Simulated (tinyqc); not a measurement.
Inside a calculation. Method: tight binding, kagome lattice. Computed by tinyqc, a small Python program that keeps every step. Settings: t1 = 0.85, t2 = 1.84, delta = 0.16, bands filled = 2. Command: `OMP_NUM_THREADS=1 python tinyqc.py 28483 28484 out.jsonl` (the two numbers bound the seeds that draw the settings). One thread of a shared host (Intel(R) Xeon(R) Processor @ 2.60GHz), about 0.01 s of CPU time with the checks.

## Bloch Hamiltonian at k

Parameters chosen for this model:
```
parameter     value                unit
t1         0.850000    eV, up triangles
t2         1.840000  eV, down triangles
delta      0.160000        eV on site C
```

k point k (fractions of the reciprocal vectors): 0.20000  -0.05000

H_AB = -t1 - t2 exp(-i k.a1), H_AC = -t1 - t2 exp(-i k.a2), H_BC = -t1 - t2 exp(i k.(a1 - a2)), H_CC = delta.

H(k) at k (eV):
```
                   A                  B                  C
A            0.00000  -1.41859+1.74994i  -2.59994-0.56859i
B  -1.41859-1.74994i            0.00000  -0.85000-1.84000i
C  -2.59994+0.56859i  -0.85000+1.84000i            0.16000
```

## Levels at k

Diagonalise the Hermitian matrix.

eigenvalues (eV): -4.58355  1.98601  2.75754

weights |c|^2 of the basis functions:
```
    band 1   band 2   band 3
A  0.36564  0.09502  0.53934
B  0.30396  0.68195  0.01409
C  0.33040  0.22303  0.44657
```

## Bloch Hamiltonian at K

k point K (fractions of the reciprocal vectors): 0.33333  0.66667

As before.

H(k) at K (eV):
```
                  A                 B                 C
A           0.00000  0.07000+1.59349i  0.07000-1.59349i
B  0.07000-1.59349i           0.00000  0.07000+1.59349i
C  0.07000+1.59349i  0.07000-1.59349i           0.16000
```

## Levels at K

As before.

eigenvalues (eV): -2.77812  0.19314  2.74499

weights |c|^2 of the basis functions:
```
    band 1   band 2   band 3
A  0.34236  0.33469  0.32295
B  0.34236  0.33469  0.32295
C  0.31528  0.33062  0.35411
```

## Bands along a path

The same steps at evenly spaced points between the labelled ones.

Bands along the path (eV):
```
k            band 1   band 2   band 3
G          -5.32737  2.69000  2.79737
G-K 0.20   -5.12783  2.55640  2.73143
G-K 0.40   -4.57486  2.01127  2.72358
G-K 0.60   -3.80827  1.24153  2.72674
G-K 0.80   -3.08421  0.51029  2.73392
K          -2.77812  0.19314  2.74499
K-M 0.20   -2.83168  0.23993  2.75175
K-M 0.40   -2.95731  0.35854  2.75876
K-M 0.60   -3.09011  0.48497  2.76514
K-M 0.80   -3.18557  0.57587  2.76970
M          -3.21985  0.60848  2.77137
M-K' 0.20  -3.18557  0.57587  2.76970
M-K' 0.40  -3.09011  0.48497  2.76514
M-K' 0.60  -2.95731  0.35854  2.75876
M-K' 0.80  -2.83168  0.23993  2.75175
K'         -2.77812  0.19314  2.74499
```

With 2 band(s) filled, the highest filled level on these points lies at G and the lowest empty one at G-K 0.40: a gap of 0.0336 eV, indirect.
